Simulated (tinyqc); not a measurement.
Worked calculation (part 1 of 2): RHF in the 6-31g basis, for H4, spin multiplicity 1. Computed by tinyqc, a small Python program that keeps every step (integrals from PySCF). Settings: charge = 0, multiplicity = 1, basis = 6-31g, energy threshold = 1e-09, iteration cap = 80, orthogonalisation = symmetric, start = core, DIIS depth = 0, damping = 0.3, method = RHF. Command: `OMP_NUM_THREADS=1 python tinyqc.py 20023 20024 out.jsonl` (the two numbers bound the seeds that draw the settings). One thread of a shared host (Intel(R) Xeon(R) Processor @ 2.60GHz), about 0.1 s of CPU time with the checks. Later iterations appear only in the table of the cycle.

## One-electron integrals

Geometry (angstrom):
```
atom         x         y         z
H     0.000000  0.000000  0.000000
H     0.000000  0.000000  0.905000
H     0.000000  0.000000  2.381000
H     0.000000  0.000000  3.286000
```

Basis 6-31g: exponents (1/bohr^2) and contraction coefficients of normalised primitives:
```
element  l (shell)   exponent  coefficient
H            s (1)  18.731137     0.033495
H            s (1)   2.825394     0.234727
H            s (1)   0.640122     0.813757
H            s (2)   0.161278     1.000000
```

Overlap, kinetic and nuclear-attraction integrals over the contracted functions; the nuclear repulsion is the sum of Za Zb / Rab.

nuclear repulsion = 2.13351344 hartree

overlap S, lower triangle:
```
          1H 1s     1H 2s     2H 1s     2H 2s     3H 1s     3H 2s     4H 1s     4H 2s
1H 1s  1.000000
1H 2s  0.658292  1.000000
2H 1s  0.319244  0.448193  1.000000
2H 2s  0.448193  0.789898  0.658292  1.000000
3H 1s  0.001023  0.046408  0.059502  0.237012  1.000000
3H 2s  0.046408  0.195435  0.237012  0.534001  0.658292  1.000000
4H 1s  0.000003  0.004272  0.001023  0.046408  0.319244  0.448193  1.000000
4H 2s  0.004272  0.044627  0.046408  0.195435  0.448193  0.789898  0.658292  1.000000
```

kinetic energy T (hartree), lower triangle:
```
           1H 1s      1H 2s      2H 1s      2H 2s     3H 1s     3H 2s     4H 1s     4H 2s
1H 1s   1.395678
1H 2s   0.259735   0.241917
2H 1s   0.084675   0.131238   1.395678
2H 2s   0.131238   0.161044   0.259735   0.241917
3H 1s  -0.003303  -0.013924  -0.047244   0.029649  1.395678
3H 2s  -0.013924  -0.004177   0.029649   0.075154  0.259735  0.241917
4H 1s  -0.000020  -0.003908  -0.003303  -0.013924  0.084675  0.131238  1.395678
4H 2s  -0.003908  -0.011584  -0.013924  -0.004177  0.131238  0.161044  0.259735  0.241917
```

nuclear attraction V (hartree), lower triangle:
```
           1H 1s      1H 2s      2H 1s      2H 2s      3H 1s      3H 2s      4H 1s      4H 2s
1H 1s  -2.618842
1H 2s  -1.369169  -1.509653
2H 1s  -0.811121  -1.024406  -2.816321
2H 2s  -0.970249  -1.301672  -1.499083  -1.698146
3H 1s  -0.002330  -0.096785  -0.124986  -0.515108  -2.816321
3H 2s  -0.102800  -0.332159  -0.515108  -0.904296  -1.499083  -1.698146
4H 1s  -0.000006  -0.009451  -0.002330  -0.102800  -0.811121  -0.970249  -2.618842
4H 2s  -0.009451  -0.075574  -0.096785  -0.332159  -1.024406  -1.301672  -1.369169  -1.509653
```

core Hamiltonian H = T + V (hartree), lower triangle:
```
           1H 1s      1H 2s      2H 1s      2H 2s      3H 1s      3H 2s      4H 1s      4H 2s
1H 1s  -1.223164
1H 2s  -1.109434  -1.267737
2H 1s  -0.726446  -0.893167  -1.420643
2H 2s  -0.839010  -1.140628  -1.239347  -1.456229
3H 1s  -0.005633  -0.110708  -0.172229  -0.485459  -1.420643
3H 2s  -0.116723  -0.336336  -0.485459  -0.829142  -1.239347  -1.456229
4H 1s  -0.000026  -0.013360  -0.005633  -0.116723  -0.726446  -0.839010  -1.223164
4H 2s  -0.013360  -0.087157  -0.110708  -0.336336  -0.893167  -1.140628  -1.109434  -1.267737
```

## Two-electron integrals

Functions are numbered as in S; the eight-fold symmetry (ij|kl) = (ji|kl) = (kl|ij) leaves the list below.

Two-electron integrals (ij|kl) in chemists' order, unique and non-zero (hartree):
```
(11|11) 1.076566   (21|11) 0.578470   (21|21) 0.329423   (22|11) 0.587396
(22|21) 0.361304   (22|22) 0.453150   (31|11) 0.268837   (31|21) 0.155297
(31|22) 0.173289   (31|31) 0.096107   (32|11) 0.276645   (32|21) 0.170598
(32|22) 0.212417   (32|31) 0.112942   (32|32) 0.151622   (33|11) 0.566453
(33|21) 0.358420   (33|22) 0.462829   (33|31) 0.268837   (33|32) 0.385239
(33|33) 1.076566   (41|11) 0.385239   (41|21) 0.220504   (41|22) 0.243803
(41|31) 0.112942   (41|32) 0.127310   (41|33) 0.276645   (41|41) 0.151622
(42|11) 0.434981   (42|21) 0.269689   (42|22) 0.344356   (42|31) 0.145536
(42|32) 0.189536   (42|33) 0.434981   (42|41) 0.189536   (42|42) 0.282738
(43|11) 0.358420   (43|21) 0.225552   (43|22) 0.292566   (43|31) 0.155297
(43|32) 0.220504   (43|33) 0.578470   (43|41) 0.170598   (43|42) 0.269689
(43|43) 0.329423   (44|11) 0.462829   (44|21) 0.292566   (44|22) 0.390946
(44|31) 0.173289   (44|32) 0.243803   (44|33) 0.587396   (44|41) 0.212417
(44|42) 0.344356   (44|43) 0.361304   (44|44) 0.453150   (51|11) 0.000452
(51|21) 0.000293   (51|22) 0.000406   (51|31) 0.000212   (51|32) 0.000334
(51|33) 0.000925   (51|41) 0.000225   (51|42) 0.000396   (51|43) 0.000526
(51|44) 0.000571   (51|51) 9.41e-07   (52|11) 0.012763   (52|21) 0.008395
(52|22) 0.012588   (52|31) 0.005339   (52|32) 0.008919   (52|33) 0.023009
(52|41) 0.006254   (52|42) 0.012402   (52|43) 0.014626   (52|44) 0.019499
(52|51) 0.000029   (52|52) 0.001577   (53|11) 0.019291   (53|21) 0.012675
(53|22) 0.018747   (53|31) 0.008552   (53|32) 0.014514   (53|33) 0.039262
(53|41) 0.009594   (53|42) 0.018737   (53|43) 0.023950   (53|44) 0.029200
(53|51) 0.000048   (53|52) 0.002107   (53|53) 0.003184   (54|11) 0.059635
(54|21) 0.039246   (54|22) 0.059222   (54|31) 0.024360   (54|32) 0.040468
(54|33) 0.102741   (54|41) 0.029033   (54|42) 0.057994   (54|43) 0.066292
(54|44) 0.091833   (54|51) 0.000129   (54|52) 0.008008   (54|53) 0.010079
(54|54) 0.041961   (55|11) 0.222250   (55|21) 0.146305   (55|22) 0.222029
(55|31) 0.087973   (55|32) 0.144200   (55|33) 0.358251   (55|41) 0.107202
(55|42) 0.215110   (55|43) 0.235136   (55|44) 0.343985   (55|51) 0.000452
(55|52) 0.035173   (55|53) 0.039262   (55|54) 0.196482   (55|55) 1.076566
(61|11) 0.035173   (61|21) 0.020700   (61|22) 0.023946   (61|31) 0.012114
(61|32) 0.014701   (61|33) 0.034288   (61|41) 0.014859   (61|42) 0.019956
(61|43) 0.020414   (61|44) 0.023875   (61|51) 0.000029   (61|52) 0.000767
(61|53) 0.001211   (61|54) 0.003519   (61|55) 0.012763   (61|61) 0.001577
(62|11) 0.078336   (62|21) 0.050187   (62|22) 0.069379   (62|31) 0.030790
(62|32) 0.045417   (62|33) 0.111839   (62|41) 0.036904   (62|42) 0.063280
(62|43) 0.069016   (62|44) 0.087195   (62|51) 0.000114   (62|52) 0.004279
(62|53) 0.006267   (62|54) 0.020433   (62|55) 0.078336   (62|61) 0.004279
(62|62) 0.017308   (63|11) 0.104666   (63|21) 0.067499   (63|22) 0.093012
(63|31) 0.047333   (63|32) 0.072875   (63|33) 0.196482   (63|41) 0.051479
(63|42) 0.089213   (63|43) 0.113390   (63|44) 0.127028   (63|51) 0.000197
(63|52) 0.006245   (63|53) 0.010079   (63|54) 0.028615   (63|55) 0.102741
(63|61) 0.006387   (63|62) 0.025327   (63|63) 0.041961   (64|11) 0.168088
(64|21) 0.109455   (64|22) 0.158603   (64|31) 0.068156   (64|32) 0.106431
(64|33) 0.266163   (64|41) 0.081002   (64|42) 0.149740   (64|43) 0.166930
(64|44) 0.218895   (64|51) 0.000294   (64|52) 0.013181   (64|53) 0.018189
(64|54) 0.065190   (64|55) 0.266163   (64|61) 0.009641   (64|62) 0.045497
(64|63) 0.065190   (64|64) 0.129219   (65|11) 0.146305   (65|21) 0.096307
(65|22) 0.146000   (65|31) 0.057899   (65|32) 0.094648   (65|33) 0.235136
(65|41) 0.070560   (65|42) 0.140893   (65|43) 0.153779   (65|44) 0.222873
(65|51) 0.000293   (65|52) 0.020700   (65|53) 0.023950   (65|54) 0.113390
(65|55) 0.578470   (65|61) 0.008395   (65|62) 0.050187   (65|63) 0.066292
(65|64) 0.166930   (65|65) 0.329423   (66|11) 0.222029   (66|21) 0.146000
(66|22) 0.219893   (66|31) 0.087167   (66|32) 0.139620   (66|33) 0.343985
(66|41) 0.106730   (66|42) 0.208407   (66|43) 0.222873   (66|44) 0.317948
(66|51) 0.000406   (66|52) 0.023946   (66|53) 0.029200   (66|54) 0.127028
(66|55) 0.587396   (66|61) 0.012588   (66|62) 0.069379   (66|63) 0.091833
(66|64) 0.218895   (66|65) 0.361304   (66|66) 0.453150   (71|11) 9.31e-07
(71|21) 6.12e-07   (71|22) 9.08e-07   (71|31) 4.11e-07   (71|32) 6.99e-07
(71|33) 1.88e-06   (71|41) 4.63e-07   (71|42) 9.08e-07   (71|43) 1.15e-06
(71|44) 1.42e-06   (71|52) 1.02e-07   (71|53) 1.55e-07   (71|54) 4.88e-07
(71|55) 1.88e-06   (71|61) 5.84e-08   (71|62) 3.05e-07   (71|63) 4.88e-07
(71|64) 8.85e-07   (71|65) 1.15e-06   (71|66) 1.42e-06   (72|11) 0.000855
(72|21) 0.000563   (72|22) 0.000854   (72|31) 0.000330   (72|32) 0.000531
(72|33) 0.001300   (72|41) 0.000409   (72|42) 0.000811   (72|43) 0.000854
(72|44) 0.001266   (72|51) 1.58e-06   (72|52) 0.000115   (72|53) 0.000127
(72|54) 0.000648   (72|55) 0.003411   (72|61) 0.000048   (72|62) 0.000285
(72|63) 0.000362   (72|64) 0.000965   (72|65) 0.001997   (72|66) 0.002271
(72|71) 6.14e-09   (72|72) 0.000013   (73|11) 0.000259   (73|21) 0.000170
(73|22) 0.000257   (73|31) 0.000106   (73|32) 0.000177   (73|33) 0.000452
(73|41) 0.000126   (73|42) 0.000254   (73|43) 0.000293   (73|44) 0.000406
(73|51) 5.81e-07   (73|52) 0.000038   (73|53) 0.000048   (73|54) 0.000197
(73|55) 0.000925   (73|61) 0.000015   (73|62) 0.000091   (73|63) 0.000129
(73|64) 0.000294   (73|65) 0.000526   (73|66) 0.000571   (73|72) 2.93e-06
(73|73) 9.41e-07   (74|11) 0.008679   (74|21) 0.005713   (74|22) 0.008676
(74|31) 0.003308   (74|32) 0.005262   (74|33) 0.012763   (74|41) 0.004136
(74|42) 0.008142   (74|43) 0.008395   (74|44) 0.012588   (74|51) 0.000015
(74|52) 0.001120   (74|53) 0.001211   (74|54) 0.006387   (74|55) 0.034288
(74|61) 0.000480   (74|62) 0.002824   (74|63) 0.003519   (74|64) 0.009641
(74|65) 0.020414   (74|66) 0.023875   (74|71) 5.84e-08   (74|72) 0.000142
(74|73) 0.000029   (74|74) 0.001577   (75|11) 0.059738   (75|21) 0.039325
(75|22) 0.059731   (75|31) 0.022778   (75|32) 0.036261   (75|33) 0.087973
(75|41) 0.028475   (75|42) 0.056130   (75|43) 0.057899   (75|44) 0.087167
(75|51) 0.000106   (75|52) 0.008144   (75|53) 0.008552   (75|54) 0.047333
(75|55) 0.268837   (75|61) 0.003308   (75|62) 0.019673   (75|63) 0.024360
(75|64) 0.068156   (75|65) 0.155297   (75|66) 0.173289   (75|71) 4.11e-07
(75|72) 0.001085   (75|73) 0.000212   (75|74) 0.012114   (75|75) 0.096107
(76|11) 0.076077   (76|21) 0.050081   (76|22) 0.076072   (76|31) 0.028475
(76|32) 0.044670   (76|33) 0.107202   (76|41) 0.036045   (76|42) 0.070255
(76|43) 0.070560   (76|44) 0.106730   (76|51) 0.000126   (76|52) 0.008947
(76|53) 0.009594   (76|54) 0.051479   (76|55) 0.276645   (76|61) 0.004136
(76|62) 0.023742   (76|63) 0.029033   (76|64) 0.081002   (76|65) 0.170598
(76|66) 0.212417   (76|71) 4.63e-07   (76|72) 0.001270   (76|73) 0.000225
(76|74) 0.014859   (76|75) 0.112942   (76|76) 0.151622   (77|11) 0.161040
(77|21) 0.106011   (77|22) 0.161039   (77|31) 0.059738   (77|32) 0.093075
(77|33) 0.222250   (77|41) 0.076077   (77|42) 0.147506   (77|43) 0.146305
(77|44) 0.222029   (77|51) 0.000259   (77|52) 0.018056   (77|53) 0.019291
(77|54) 0.104666   (77|55) 0.566453   (77|61) 0.008679   (77|62) 0.049170
(77|63) 0.059635   (77|64) 0.168088   (77|65) 0.358420   (77|66) 0.462829
(77|71) 9.31e-07   (77|72) 0.002866   (77|73) 0.000452   (77|74) 0.035173
(77|75) 0.268837   (77|76) 0.385239   (77|77) 1.076566   (81|11) 0.002866
(81|21) 0.001729   (81|22) 0.002087   (81|31) 0.001085   (81|32) 0.001398
(81|33) 0.003411   (81|41) 0.001270   (81|42) 0.001814   (81|43) 0.001997
(81|44) 0.002271   (81|51) 2.93e-06   (81|52) 0.000079   (81|53) 0.000127
(81|54) 0.000362   (81|55) 0.001300   (81|61) 0.000142   (81|62) 0.000417
(81|63) 0.000648   (81|64) 0.000965   (81|65) 0.000854   (81|66) 0.001266
(81|71) 6.14e-09   (81|72) 4.82e-06   (81|73) 1.58e-06   (81|74) 0.000048
(81|75) 0.000330   (81|76) 0.000409   (81|77) 0.000855   (81|81) 0.000013
(82|11) 0.014047   (82|21) 0.009147   (82|22) 0.013255   (82|31) 0.005696
(82|32) 0.008895   (82|33) 0.022244   (82|41) 0.006769   (82|42) 0.012514
(82|43) 0.013951   (82|44) 0.018293   (82|51) 0.000025   (82|52) 0.001102
(82|53) 0.001520   (82|54) 0.005448   (82|55) 0.022244   (82|61) 0.000806
(82|62) 0.003802   (82|63) 0.005448   (82|64) 0.010799   (82|65) 0.013951
(82|66) 0.018293   (82|71) 7.39e-08   (82|72) 0.000081   (82|73) 0.000025
(82|74) 0.000806   (82|75) 0.005696   (82|76) 0.006769   (82|77) 0.014047
(82|81) 0.000081   (82|82) 0.000902   (83|11) 0.018056   (83|21) 0.011753
(83|22) 0.016695   (83|31) 0.008144   (83|32) 0.013028   (83|33) 0.035173
(83|41) 0.008947   (83|42) 0.016272   (83|43) 0.020700   (83|44) 0.023946
(83|51) 0.000038   (83|52) 0.001342   (83|53) 0.002107   (83|54) 0.006245
(83|55) 0.023009   (83|61) 0.001120   (83|62) 0.004903   (83|63) 0.008008
(83|64) 0.013181   (83|65) 0.014626   (83|66) 0.019499   (83|71) 1.02e-07
(83|72) 0.000079   (83|73) 0.000029   (83|74) 0.000767   (83|75) 0.005339
(83|76) 0.006254   (83|77) 0.012763   (83|81) 0.000115   (83|82) 0.001102
(83|83) 0.001577   (84|11) 0.049170   (84|21) 0.032271   (84|22) 0.048143
(84|31) 0.019673   (84|32) 0.031493   (84|33) 0.078336   (84|41) 0.023742
(84|42) 0.045850   (84|43) 0.050187   (84|44) 0.069379   (84|51) 0.000091
(84|52) 0.004903   (84|53) 0.006267   (84|54) 0.025327   (84|55) 0.111839
(84|61) 0.002824   (84|62) 0.014932   (84|63) 0.020433   (84|64) 0.045497
(84|65) 0.069016   (84|66) 0.087195   (84|71) 3.05e-07   (84|72) 0.000417
(84|73) 0.000114   (84|74) 0.004279   (84|75) 0.030790   (84|76) 0.036904
(84|77) 0.078336   (84|81) 0.000285   (84|82) 0.003802   (84|83) 0.004279
(84|84) 0.017308   (85|11) 0.093075   (85|21) 0.061270   (85|22) 0.092986
(85|31) 0.036261   (85|32) 0.058647   (85|33) 0.144200   (85|41) 0.044670
(85|42) 0.088815   (85|43) 0.094648   (85|44) 0.139620   (85|51) 0.000177
(85|52) 0.013028   (85|53) 0.014514   (85|54) 0.072875   (85|55) 0.385239
(85|61) 0.005262   (85|62) 0.031493   (85|63) 0.040468   (85|64) 0.106431
(85|65) 0.220504   (85|66) 0.243803   (85|71) 6.99e-07   (85|72) 0.001398
(85|73) 0.000334   (85|74) 0.014701   (85|75) 0.112942   (85|76) 0.127310
(85|77) 0.276645   (85|81) 0.000531   (85|82) 0.008895   (85|83) 0.008919
(85|84) 0.045417   (85|85) 0.151622   (86|11) 0.147506   (86|21) 0.097086
(86|22) 0.147171   (86|31) 0.056130   (86|32) 0.088815   (86|33) 0.215110
(86|41) 0.070255   (86|42) 0.137199   (86|43) 0.140893   (86|44) 0.208407
(86|51) 0.000254   (86|52) 0.016272   (86|53) 0.018737   (86|54) 0.089213
(86|55) 0.434981   (86|61) 0.008142   (86|62) 0.045850   (86|63) 0.057994
(86|64) 0.149740   (86|65) 0.269689   (86|66) 0.344356   (86|71) 9.08e-07
(86|72) 0.001814   (86|73) 0.000396   (86|74) 0.019956   (86|75) 0.145536
(86|76) 0.189536   (86|77) 0.434981   (86|81) 0.000811   (86|82) 0.012514
(86|83) 0.012402   (86|84) 0.063280   (86|85) 0.189536   (86|86) 0.282738
(87|11) 0.106011   (87|21) 0.069786   (87|22) 0.106009   (87|31) 0.039325
(87|32) 0.061270   (87|33) 0.146305   (87|41) 0.050081   (87|42) 0.097086
(87|43) 0.096307   (87|44) 0.146000   (87|51) 0.000170   (87|52) 0.011753
(87|53) 0.012675   (87|54) 0.067499   (87|55) 0.358420   (87|61) 0.005713
(87|62) 0.032271   (87|63) 0.039246   (87|64) 0.109455   (87|65) 0.225552
(87|66) 0.292566   (87|71) 6.12e-07   (87|72) 0.001729   (87|73) 0.000293
(87|74) 0.020700   (87|75) 0.155297   (87|76) 0.220504   (87|77) 0.578470
(87|81) 0.000563   (87|82) 0.009147   (87|83) 0.008395   (87|84) 0.050187
(87|85) 0.170598   (87|86) 0.269689   (87|87) 0.329423   (88|11) 0.161039
(88|21) 0.106009   (88|22) 0.160972   (88|31) 0.059731   (88|32) 0.092986
(88|33) 0.222029   (88|41) 0.076072   (88|42) 0.147171   (88|43) 0.146000
(88|44) 0.219893   (88|51) 0.000257   (88|52) 0.016695   (88|53) 0.018747
(88|54) 0.093012   (88|55) 0.462829   (88|61) 0.008676   (88|62) 0.048143
(88|63) 0.059222   (88|64) 0.158603   (88|65) 0.292566   (88|66) 0.390946
(88|71) 9.08e-07   (88|72) 0.002087   (88|73) 0.000406   (88|74) 0.023946
(88|75) 0.173289   (88|76) 0.243803   (88|77) 0.587396   (88|81) 0.000854
(88|82) 0.013255   (88|83) 0.012588   (88|84) 0.069379   (88|85) 0.212417
(88|86) 0.344356   (88|87) 0.361304   (88|88) 0.453150
```

## Orthogonalisation

S = U s U^T; symmetric (Loewdin) form X = U s^(-1/2) U^T, so that X^T S X = 1.

eigenvalues of S: 0.041860  0.144248  0.357091  0.450407  0.687359  0.843825  2.275557  3.199654

X, lower triangle:
```
           1H 1s      1H 2s      2H 1s      2H 2s      3H 1s      3H 2s      4H 1s     4H 2s
1H 1s   1.265347
1H 2s  -0.487725   1.943499
2H 1s  -0.090184   0.107612   1.287633
2H 2s   0.010779  -1.159693  -0.622266   2.603943
3H 1s  -0.014601  -0.023339   0.016443   0.105027   1.287633
3H 2s   0.074373   0.437994   0.105027  -1.170905  -0.622266   2.603943
4H 1s  -0.004339  -0.030270  -0.014601   0.074373  -0.090184   0.010779   1.265347
4H 2s  -0.030270  -0.170957  -0.023339   0.437994   0.107612  -1.159693  -0.487725  1.943499
```

## Starting guess

The start is the orbitals of the core Hamiltonian; D = 2 C_occ C_occ^T.

D at the start, lower triangle:
```
           1H 1s      1H 2s      2H 1s      2H 2s     3H 1s     3H 2s     4H 1s     4H 2s
1H 1s   0.209200
1H 2s   0.000780   0.000052
2H 1s   0.308058   0.000163   0.473307
2H 2s   0.297732   0.001270   0.435234   0.424247
3H 1s  -0.048813  -0.004955   0.023451  -0.084938  0.473307
3H 2s  -0.114921  -0.004649  -0.084938  -0.177232  0.435234  0.424247
4H 1s  -0.073907  -0.003281  -0.048813  -0.114921  0.308058  0.297732  0.209200
4H 2s  -0.003281  -0.000006  -0.004955  -0.004649  0.000163  0.001270  0.000780  0.000052
```

## Iteration 1: building the Fock matrix

J_ij = sum D_kl (ij|kl), K_ij = sum D_kl (ik|jl); F = H + J - 0.5 K; E = tr D H + tr D J / 2 - 0.25 tr D K + E_nn.

Coulomb J (hartree), lower triangle:
```
          1H 1s     1H 2s     2H 1s     2H 2s     3H 1s     3H 2s     4H 1s     4H 2s
1H 1s  1.743693
1H 2s  1.067565  1.367609
2H 1s  0.651905  0.898532  2.241850
2H 2s  0.776469  1.217113  1.338997  1.648716
3H 1s  0.002165  0.093088  0.123370  0.480448  2.241850
3H 2s  0.087317  0.328859  0.480448  0.907557  1.338997  1.648716
4H 1s  0.000006  0.008313  0.002165  0.087317  0.651905  0.776469  1.743693
4H 2s  0.008313  0.075846  0.093088  0.328859  0.898532  1.217113  1.067565  1.367609
```

exchange K (hartree), lower triangle:
```
           1H 1s      1H 2s     2H 1s     2H 2s     3H 1s     3H 2s     4H 1s     4H 2s
1H 1s   0.814879
1H 2s   0.678491   0.659361
2H 1s   0.757183   0.829347  1.371082
2H 2s   0.674716   0.728002  1.031648  0.921286
3H 1s   0.001956   0.079511  0.132841  0.362055  1.371082
3H 2s   0.137854   0.225288  0.362055  0.497631  1.031648  0.921286
4H 1s  -0.035607  -0.004287  0.001956  0.137854  0.757183  0.674716  0.814879
4H 2s  -0.004287   0.044050  0.079511  0.225288  0.829347  0.728002  0.678491  0.659361
```

Fock matrix F (hartree), lower triangle:
```
           1H 1s      1H 2s      2H 1s      2H 2s      3H 1s      3H 2s      4H 1s      4H 2s
1H 1s   0.113090
1H 2s  -0.381114  -0.229808
2H 1s  -0.453132  -0.409309   0.135666
2H 2s  -0.399899  -0.287516  -0.416175  -0.268157
3H 1s  -0.004446  -0.057375  -0.115279  -0.186038   0.135666
3H 2s  -0.098333  -0.120121  -0.186038  -0.170400  -0.416175  -0.268157
4H 1s   0.017783  -0.002903  -0.004446  -0.098333  -0.453132  -0.399899   0.113090
4H 2s  -0.002903  -0.033336  -0.057375  -0.120121  -0.409309  -0.287516  -0.381114  -0.229808
```

total energy of this density = -2.01088609 hartree

This density is the starting one.
